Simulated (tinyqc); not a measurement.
# One rectangular barrier with mass mismatch, transfer matrices, step by step

tinyqc, about 0.01 s, one thread, Intel Xeon 2.30GHz (shared host): `OMP_NUM_THREADS=1 python tinyqc.py 2560038 2560039 out.jsonl` Printed values are rounded.

One electron of energy E comes from the left lead (band edge 0); no transverse momentum. Parabolic bands, masses in units of m0, C = hbar^2/(2 m0); psi and psi'/m are continuous at every interface. The right lead equals the left one.

Inputs (values chosen for the exercise); masses and offsets close to those of GaN wells and AlGaN barriers:
- mL = 0.2 m0 (mass in the left lead)
- U1 = 0.6 eV (barrier height)
- m1 = 0.26 m0 (barrier mass)
- d1 = 2.1 nm (barrier width)
- E = 0.156 eV (electron energy)

Constants: q = 1.602176634e-19 C, hbar = 1.054571817e-34 J s, m0 = 9.1093837015e-31 kg, hbar^2/(2 m0) = 0.0380998212 eV nm^2. Results are converted to the units shown.

Range of the model: Masses are held fixed, although real bands cease to be parabolic a few tenths of an eV from their edges (inside a barrier too).

## Wave numbers

k = sqrt(m (E - U)/C) where E > U, K = sqrt(m (U - E)/C) where E < U; v = k/m in the leads.

Layers:
```
,U (eV),m (m0),d (nm),k or K (1/nm),which
1,0.6,0.26,2.1,1.740671,K
```

vL = 4.524659 1/nm
vR = 4.524659 1/nm

## Matrices of the layers

For the pair (psi, psi'/m) a flat layer has M = [[cos kd, (m/k) sin kd], [-(k/m) sin kd, cos kd]] with k = sqrt(m (E - U)/C) above its edge U, and M = [[cosh Kd, (m/K) sinh Kd], [(K/m) sinh Kd, cosh Kd]] with K = sqrt(m (U - E)/C) below it. M12 is in nm, M21 in 1/nm.

M of layer 1:
```
,1,2
1,19.35460,2.887090
2,129.4038,19.35460
```

## Transmission and reflection

The matrix M carries (psi, psi'/m) across the stack, and v = k/m in each lead. psi = 1 + r at the left edge (incident amplitude 1) and t at the right edge. With det M = 1, a = i vR M11 - M21 and b = -vL vR M12 - i vL M22: t = 2 i vL/(a - b), r = -(a + b)/(a - b), T(E) = (vR/vL) |t|^2, R(E) = |r|^2.

t = 0.04449877-0.01786033i
r = -0.3720554-0.9269712i
T(E) = 0.002299132
R(E) = 0.9977009

T(E) + R(E) = 1: the current is conserved.
